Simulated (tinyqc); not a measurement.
Which clusters to keep: cluster expansion of a binary alloy: correlations, fit, cross-validation and ground states. Computed by tinyqc, a small Python program. Command: `OMP_NUM_THREADS=1 python tinyqc.py 3016398 3016399 out.jsonl clex walk`. One thread of a shared host (Intel(R) Xeon(R) Processor @ 2.30GHz), about 0.05 s of CPU time with the checks.

s = +1 for A and -1 for B. Energy per site E = J0 + J1 P(point) + sum over clusters of m V P, with P the mean product of spins; V > 0 on a pair favours unlike neighbours. Clusters per site m: pair 1 2, pair 2 2, pair 3 2, triplet 4; the triplet is two first-neighbour bonds at a right angle. Formation energies are counted from the line between pure A and pure B, which removes J0 and J1.

Inputs (values chosen for the exercise, for a model alloy):
```
quantity,value,unit
first-pair interaction V1,18,meV
second-pair interaction V2,7,meV
third-pair interaction V3,-2.5,meV
triplet interaction Vt,2.8,meV
noise amplitude,6.1,meV/site
```

Lattice: square.

Method:
- Design matrix of formation energies: m (P - 1) for pairs and m (P(triplet) - P(point)) for the triplet; x = (1 - P(point))/2.
- Exact: X V with V = (V1, V2, V3, Vt). The data to fit add the noise amplitude times the normal numbers, standing for what the clusters leave out.
- For each set, H = X (X^T X)^-1 X^T over the structures between the ends; residual e = E - H E; leave-one-out error e_i/(1 - H_ii); both as root mean squares.

correlations P, counted on periodic cells:
```
,point,pair 1,pair 2,pair 3,triplet
A,1.00000,1.00000,1.00000,1.00000,1.00000
A3B p(2x2),0.50000,0.00000,0.00000,1.00000,-0.50000
A3B c(4x2),0.50000,0.00000,0.00000,0.50000,-0.50000
A2B diagonal rows,0.33333,-0.33333,0.33333,-0.33333,-0.33333
A2B rows,0.33333,0.33333,-0.33333,0.33333,0.33333
AB c(2x2),0.00000,-1.00000,1.00000,1.00000,0.00000
AB p(2x1),0.00000,0.00000,-1.00000,1.00000,0.00000
A2B2 rows,0.00000,0.50000,0.00000,0.00000,0.00000
AB2 diagonal rows,-0.33333,-0.33333,0.33333,-0.33333,0.33333
AB2 rows,-0.33333,0.33333,-0.33333,0.33333,-0.33333
AB3 p(2x2),-0.50000,0.00000,0.00000,1.00000,0.50000
AB3 c(4x2),-0.50000,0.00000,0.00000,0.50000,0.50000
B,-1.00000,1.00000,1.00000,1.00000,-1.00000
```

standard normal numbers for the noise (0 for the pure ends): A 0.000, A3B p(2x2) 0.276, A3B c(4x2) -1.855, A2B diagonal rows 0.624, A2B rows 1.145, AB c(2x2) 1.037, AB p(2x1) 1.887, A2B2 rows -0.112, AB2 diagonal rows -0.362, AB2 rows 0.149, AB3 p(2x2) -0.438, AB3 c(4x2) 2.171, B 0.000

X:
```
,pair 1,pair 2,pair 3,triplet
A,0.00000,0.00000,0.00000,0.00000
A3B p(2x2),-2.00000,-2.00000,0.00000,-4.00000
A3B c(4x2),-2.00000,-2.00000,-1.00000,-4.00000
A2B diagonal rows,-2.66667,-1.33333,-2.66667,-2.66667
A2B rows,-1.33333,-2.66667,-1.33333,0.00000
AB c(2x2),-4.00000,0.00000,0.00000,0.00000
AB p(2x1),-2.00000,-4.00000,0.00000,0.00000
A2B2 rows,-1.00000,-2.00000,-2.00000,0.00000
AB2 diagonal rows,-2.66667,-1.33333,-2.66667,2.66667
AB2 rows,-1.33333,-2.66667,-1.33333,0.00000
AB3 p(2x2),-2.00000,-2.00000,0.00000,4.00000
AB3 c(4x2),-2.00000,-2.00000,-1.00000,4.00000
B,0.00000,0.00000,0.00000,0.00000
```

data (meV/site): A 0.0000, A3B p(2x2) -59.5164, A3B c(4x2) -70.0155, A2B diagonal rows -54.3269, A2B rows -32.3488, AB c(2x2) -65.6743, AB p(2x1) -52.4893, A2B2 rows -27.6832, AB2 diagonal rows -45.4082, AB2 rows -38.4244, AB3 p(2x2) -41.4718, AB3 c(4x2) -23.0569, B 0.0000

Fits:
```
clusters,fit error (meV/site),leave-one-out error (meV/site),largest H_ii
V1,14.088,15.966,0.29209
V1 V2,11.395,12.598,0.64793
V1 V3,14.052,18.000,0.51613
V1 V2 Vt,6.020,8.383,0.64793
V1 Vt,10.240,13.359,0.29209
V1 V2 V3,11.329,13.387,0.75527
V1 V3 Vt,10.191,16.075,0.51613
V1 V2 V3 Vt,5.895,9.661,0.75527
```

leave-one-out error without pair 3 = 8.3832 meV/site

leave-one-out error with all four = 9.6609 meV/site

What does the comparison show, and why?

The fit error can only fall as clusters are added, to 5.89 meV with all four. The leave-one-out error is least for V1 V2 Vt (8.38 meV), and all four give 9.66: the extra terms fit noise more than signal.

Extremes, crossings and ranges named in words are read from the listed rows.
